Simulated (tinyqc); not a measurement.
# Fully depleted semiconductor-on-insulator film with two gates, non-linear Poisson equation by Newton steps: effects of single changes

One dimension across the film, front interface at x = 0, back interface at x = ts. psi is counted from the intrinsic level, n = ni exp(psi/Vt) (source grounded), holes neglected, acceptors ionised. Gates act through Cox = eps0 eox/tox and Cbox = 3.9 eps0/tb with potentials G1 = Vg - (phiM - chi - Vt ln(Nc/ni)) and G2 = Vb - (phiB - chi - Vt ln(Nc/ni)). Classical Boltzmann densities, no interface charge, no depletion in the back plane.

Parameters, values chosen for the exercise; band and dielectric values close to those of silicon:
- T = 300 K (temperature)
- Eg = 1.14 eV (band gap)
- eps_r = 11.6 (relative permittivity)
- Nc = 2.82e19 cm^-3 (conduction-band density of states at T)
- Nv = 2.69e19 cm^-3 (valence-band density of states at T)
- chi = 4.12 eV (electron affinity)
- eox = 8.86 (relative permittivity of the gate insulator (close to aluminium oxide))
- tox = 8.4 nm (insulator thickness)
- ts = 29 nm (film thickness)
- tb = 11 nm (buried-oxide thickness (eps_r 3.9))
- Na = 2e17 cm^-3 (acceptor density of the film)
- phiM = 4.67 eV (work function of the front gate)
- phiB = 4.17 eV (work function of the back plane)
- Vb = 0 V (back-gate voltage)

Constants: q = 1.602176634e-19 C, kB = 1.380649e-23 J/K, Vt = kB T/q, eps0 = 8.8541878128e-14 F/cm where lengths are in cm. Results are converted to the units shown.

Each table varies one quantity; the others keep the values above.

## Charge against front-gate voltage

ni = sqrt(Nc Nv) exp(-Eg/(2 Vt)), Eg in volts. The Poisson equation eps0 eps_r d2psi/dx2 = q (n + Na), with -eps0 eps_r dpsi/dx = Cox (G1 - psi) at x = 0 and eps0 eps_r dpsi/dx = Cbox (G2 - psi) at x = ts, is solved on 300 equal intervals with half boxes at both ends; N_inv is the trapezoid sum of n. Swing = ln 10/(d ln N_inv/dVg); the last column is (dN_inv/dVb)/(dN_inv/dVg).

Charge against front-gate voltage:
columns A: Vg (V); B: psi front (V); C: psi back (V); D: N_inv (cm^-2); E: centroid/ts; F: swing (mV/decade); G: q dN_inv/dVg over Cox; H: back/front leverage
```
A         B      C        D       E       F        G      H
0.09  0.108  0.232   2.00e7   0.854     117  6.76e-5  0.967
0.24  0.235  0.300   4.25e8   0.744     108  0.00155  0.811
0.39  0.361  0.365  1.23e10   0.517     100   0.0485  0.552
0.54  0.463  0.406  2.13e11   0.275     179    0.471  0.348
0.69  0.514  0.417  7.70e11   0.167     405    0.750  0.288
0.84  0.542  0.420  1.47e12   0.121     688    0.846  0.268
0.99  0.561  0.421  2.24e12  0.0961     991    0.891  0.260
1.14  0.575  0.422  3.03e12  0.0803  1.31e3    0.916  0.255
1.29  0.586  0.422  3.83e12  0.0694  1.63e3    0.932  0.251
```

What does the comparison show?

N_inv passes 1e11 cm^-2 at Vg = 0.490 V. The swing starts at 117 mV a decade, against (1 + k) Vt ln 10 = 70.1 for a front channel with k = Cs Cbox/(Cox (Cs + Cbox)) = 0.178, Cs = eps0 eps_r/ts; above threshold this column is no longer a subthreshold swing. The centroid falls from 0.854 to 0.0694 of ts and the leverage of the back gate falls from 0.967 to 0.251. For Vg = 0.84, 0.99, 1.14, 1.29 the density at an interface exceeds 0.3 Nc, where Boltzmann statistics fail. For Vg = 0.99, 1.14, 1.29 the classical centroid lies within 3 nm of an interface, where confinement, left out, would push it away.

## Threshold and coupling against the acceptor density of the film

VT is the Vg for N_inv = 1e11 cm^-2; -dVT/dVb from the linearised equation. Limits with Cs = eps0 eps_r/ts: front channel Cs Cbox/(Cox (Cs + Cbox)), back channel Cbox (Cox + Cs)/(Cox Cs). Swing at N_inv = 1e8 cm^-2.

The same in every row: front-channel limit = 0.178; back-channel limit = 1.22.

Results:
```
Na (cm^-3)  VT (V)  centroid/ts at VT  -dVT/dVb  swing (mV/decade)
1e15         0.333              0.670     0.691                120
3e15         0.335              0.667     0.688                120
9e15         0.340              0.660     0.679                120
3e16         0.359              0.633     0.648                119
8e16         0.402              0.556     0.569                118
2e17         0.490              0.341     0.396                113
2e18          1.27             0.0132     0.186               70.6
```

Estimate the missing row, Na = 7e17 cm^-3.

Computed row:
```
Na (cm^-3)  VT (V)  centroid/ts at VT  -dVT/dVb  swing (mV/decade)
7e17         0.737             0.0431     0.203               72.3
```

With this row back in the table: As Na goes from 1e15 to 2e18, VT rises from 0.333 to 1.27 V, the centroid falls from 0.670 to 0.0132 of ts and -dVT/dVb falls from 0.691 to 0.186. The coupling covers 49.1 % of the way from the front-channel to the back-channel limit in the first row and 0.701 % in the last.

tinyqc, about 0.4 s, one thread, Intel Xeon 2.30GHz (shared host): `OMP_NUM_THREADS=1 python tinyqc.py 2190035 2190036 out.jsonl`
